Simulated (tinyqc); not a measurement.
Deal-Grove kinetics of thermal oxidation of silicon: one step, computed by the program tinyqc.

Oxidant diffuses through the oxide and reacts at the interface, so that dx/dt = B/(A + 2x) for the oxide thickness x.

Question. Rate constants. B = B0 p exp(-E_B/(k_B T)), B/A = (B/A)0 p^m exp(-E_A/(k_B T)), p in atm; A = B/(B/A). Temperatures in kelvin are T(C) + 273.15.

Inputs (values chosen for the exercise, close to those used for silicon):

| quantity | value | unit |
|---|---|---|
| prefactor B0 | 846 | um^2/h |
| activation energy E_B | 1.22 | eV |
| prefactor (B/A)0 | 3.49e+06 | um/h |
| activation energy E_A | 2.01 | eV |
| temperature T | 975 | C |
| oxidant pressure p | 0.1 | atm |
| pressure exponent m of B/A | 0.76 | - |

Ambient: dry oxygen. Surface: (100).

Constants: k_B = 8.617333262e-05 eV/K.

Give: parabolic constant B; linear constant B/A; length A.

Answer.

parabolic constant B = 0.001003 um^2/h

linear constant B/A = 0.004644 um/h

length A = 0.2160 um

Reaction at the interface limits growth while x is well below A/2 = 0.108 um, diffusion once x is well above it.
